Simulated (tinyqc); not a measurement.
Slices of the butterfly: square lattice in a magnetic field (Harper-Hofstadter model).

Landau gauge, lattice period 1: the magnetic cell has q sites j = 0 to q - 1 along x. H_jj = -2 ty cos(ky + 2 pi p j/q), H_(j,j+1) = -tx, and the bond from q - 1 back to 0 is H_(q-1,0) = -tx exp(i q kx). The levels depend on k only through cos(q kx) and cos(q ky), so the band edges lie at (0, 0) and (pi/q, pi/q).

Parameters, chosen for this exercise: tx = 0.6 meV (hopping along x); ty = 0.6 meV (hopping along y); Q = 11 (denominator).

Flux P/Q for each P (p = P, q = Q): the lowest edge, the first gap, the widest gap with its r (the lower one of a mirror pair) and t_r from r = Q s + P t, |t| <= Q/2, and the total width of the bands.

Spectra (meV):
```
flux  lowest edge  first gap  t of first gap  widest gap  its r  its t  total width
1/11      -2.0813     0.5911               1      0.5911      1      1       0.4941
2/11      -1.8171     0.0001              -5      0.9377      2      1       0.5075
3/11      -1.6475     0.0235               4      1.0096      3      1       0.5043
4/11      -1.5757     0.0704               3      0.9893      4      1       0.5068
5/11      -1.5926     0.1803              -2      0.8283      5      1       0.5011
```

The widest gap carries t = 1 in every row, and its r equals P: it is the gap above the lowest Landau level, which holds P of the Q bands. The first gap is widest at 1/11 (t = 1) and narrowest at 2/11 (t = -5). The total width lies between 0.494 and 0.507 meV; its limit for large Q is 4 |tx - ty| = 0.0 meV.

Program tinyqc; command `OMP_NUM_THREADS=1 python tinyqc.py 1282052 1282053 out.jsonl`; about 0.06 s on one thread of a shared Intel(R) Xeon(R) Processor @ 2.30GHz.
